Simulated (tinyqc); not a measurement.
Worked calculation: Luttinger-Kohn k.p, four valence bands. Computed by tinyqc, a small Python program that keeps every step. Settings: g1 = 16.63, g2 = 5.63, g3 = 7.82. Command: `OMP_NUM_THREADS=1 python tinyqc.py 24073 24074 out.jsonl` (the two numbers bound the seeds that draw the settings). One thread of a shared host (Intel(R) Xeon(R) Processor @ 2.60GHz), about 0.01 s of CPU time with the checks.

## Bloch Hamiltonian at k

Luttinger parameters chosen for this model; energies are counted downward from the top of the valence band:

| parameter | value | unit |
|---|---|---|
| g1 | 16.630000 |  |
| g2 | 5.630000 |  |
| g3 | 7.820000 |  |

k point k (1/angstrom): -0.02900  -0.03300  0.00600

P = c g1 k^2, Q = c g2 (kx^2 + ky^2 - 2 kz^2), R = c sqrt3 [-g2 (kx^2 - ky^2) + 2i g3 kx ky], S = 2 c sqrt3 g3 (kx - i ky) kz, c = hbar^2/2m = 3.809982 eV angstrom^2; rows [P+Q, -S, R, 0], [-S*, P-Q, 0, R], [R*, 0, P-Q, S], [0, R*, S*, P+Q]. The path ends lie at |k| = 0.06 1/angstrom.

H(k) at k (eV):
```
                   3/2               1/2               -1/2               -3/2
3/2            0.16442  0.01796-0.02044i   0.00921+0.09877i            0.00000
1/2   0.01796+0.02044i           0.08471            0.00000   0.00921+0.09877i
-1/2  0.00921-0.09877i           0.00000            0.08471  -0.01796+0.02044i
-3/2           0.00000  0.00921-0.09877i  -0.01796-0.02044i            0.16442
```

## Levels at k

Diagonalise the Hermitian matrix.

eigenvalues (eV): 0.01425  0.01425  0.23488  0.23488

## Bands along a path

The same steps at evenly spaced points between the labelled ones.

Bands along the path (eV):

| k | band 1 | band 2 | band 3 | band 4 |
|---|---|---|---|---|
| [111] | 0.01358 | 0.01358 | 0.44261 | 0.44261 |
| [111]-G 0.33 | 0.00604 | 0.00604 | 0.19672 | 0.19672 |
| [111]-G 0.67 | 0.00151 | 0.00151 | 0.04918 | 0.04918 |
| G | 0.00000 | 0.00000 | 0.00000 | 0.00000 |
| G-[100] 0.33 | 0.00818 | 0.00818 | 0.04250 | 0.04250 |
| G-[100] 0.67 | 0.03274 | 0.03274 | 0.17002 | 0.17002 |
| [100] | 0.07365 | 0.07365 | 0.38254 | 0.38254 |

## Hole masses

E = c [g1 k^2 -/+ 2 sqrt(g2^2 k^4 + 3 (g3^2 - g2^2)(kx^2 ky^2 + ky^2 kz^2 + kz^2 kx^2))] with c = hbar^2/2m, and m* = hbar^2 k^2 / (2 E).

Masses (electron masses):

| direction | heavy | light |
|---|---|---|
| [100] | 0.18622 | 0.03586 |
| [110] | 0.50972 | 0.03195 |
| [111] | 1.01010 | 0.03099 |
